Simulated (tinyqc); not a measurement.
Oxide trap near a transistor channel: two-state multiphonon kinetics, telegraph noise and bias instability. From one set of inputs to another, one input at a time. Computed by tinyqc, a small Python program. Command: `OMP_NUM_THREADS=1 python tinyqc.py 3010394 3010395 out.jsonl oxidetrap ladder`. One thread of a shared host (Intel(R) Xeon(R) Processor @ 2.30GHz), about 0.01 s of CPU time with the checks.

An n-channel device under positive gate bias. The trap is empty (state 1) or holds an electron (state 2); both states are parabolas of equal curvature, and the electron reservoir is taken at the Fermi level of the channel.

The inputs printed are set A. Inputs not listed in the table keep their values of set A, so the rows need not describe a real material.

Inputs (values chosen for the exercise, with an insulator like Al2O3 on silicon):

| quantity | value | unit |
|---|---|---|
| insulator constant eps_ox | 9.04 | - |
| insulator thickness t_ox | 4.5 | nm |
| trap depth x from the interface | 0.7 | nm |
| tunnel barrier phi_b | 2.19 | eV |
| tunnelling mass m_ox | 0.36 | m_0 |
| trap level above E_F at zero field E_t | 0.36 | eV |
| relaxation energy E_R | 2.7 | eV |
| oxide field F | 2.9 | MV/cm |
| attempt rate k_0 at the interface | 5e+11 | 1/s |
| temperature T | 400 | K |
| channel width W | 250 | nm |
| channel length L | 48 | nm |
| frequency f | 10000 | Hz |

Parts treated: one trap.

Constants: hbar^2/(2 m_0) = 3.80998212 eV angstrom^2; k_B = 8.617333262e-05 eV/K; e = 1.602176634e-19 C; eps_0 = 8.8541878128e-12 F/m.

Method:
- kappa = sqrt(2 m_ox phi_b)/hbar = sqrt(m_ox phi_b/(hbar^2/2m_0)); attenuation length lambda = 1/(2 kappa); factor exp(-x/lambda) for a rectangular barrier.
- E_21 = E_t - e F x is the energy of state 2 over state 1; barriers E_c = (E_R + E_21)^2/(4 E_R), E_e = E_c - E_21; tau_c = exp(E_c/k_B T)/(k_0 P), tau_e = exp(E_e/k_B T)/(k_0 P), P the tunnelling factor; occupation f_2 = tau_e/(tau_c + tau_e); 1/tau_0 = 1/tau_c + 1/tau_e.
- Charge-sheet step dV = e (t_ox - x)/(eps_ox eps_0 W L); Lorentzian spectrum S(f) = 4 dV^2 tau_0^2/((tau_c + tau_e)(1 + (2 pi f tau_0)^2)); corner 1/(2 pi tau_0); variance dV^2 f_2 (1 - f_2) = dV^2 tau_0/(tau_c + tau_e).

Each row keeps all changes above it:

| input moved | from | to | capture time tau_c (s) | emission time tau_e (s) | threshold step dV (mV) |
|---|---|---|---|---|---|
| set A | - | - | 3.8841e+00 | 0.04085 | 0.63386 |
| trap depth x from the interface (nm) | 0.7 | 0.56 | 2.0356e+00 | 0.00659 | 0.65722 |
| oxide field F (MV/cm) | 2.9 | 6.1 | 1.3634e-01 | 0.07995 | 0.65722 |
| tunnel barrier phi_b (eV) | 2.19 | 2.99 | 3.2164e-01 | 0.18860 | 0.65722 |
| trap level above E_F at zero field E_t (eV) | 0.36 | 0.33 | 2.0803e-01 | 0.29127 | 0.65722 |
| relaxation energy E_R (eV) | 2.7 | 2 | 1.2980e-03 | 0.00182 | 0.65722 |
| tunnelling mass m_ox (m_0) | 0.36 | 0.46 | 2.8209e-03 | 0.00395 | 0.65722 |
| channel width W (nm) | 250 | 380 | 2.8209e-03 | 0.00395 | 0.43238 |

Where does the difference come from?

Capture time tau_c goes from 3.88 to 0.00282, a factor 7.26e-4 in all. The largest single move comes from relaxation energy E_R (a factor 0.00624), and tunnel barrier phi_b works against it (a factor 2.36). Emission time tau_e goes from 0.0408 to 0.00395, a factor 0.0967 in all. The largest single move comes from relaxation energy E_R (a factor 0.00624), and oxide field F works against it (a factor 12.1). Threshold step dV goes from 0.634 to 0.432, a factor 0.682 in all. The largest single move comes from channel width W (a factor 0.658). The single moves hold for this order of the switches; the total does not depend on the order.

Caution (rows oxide field F, tunnel barrier phi_b, trap level above E_F at zero field E_t, relaxation energy E_R, tunnelling mass m_ox, channel width W): a field 1.5 times as high comes near the usual breakdown field of such an insulator.

Extremes, crossings and ranges named in words are read from the listed rows.
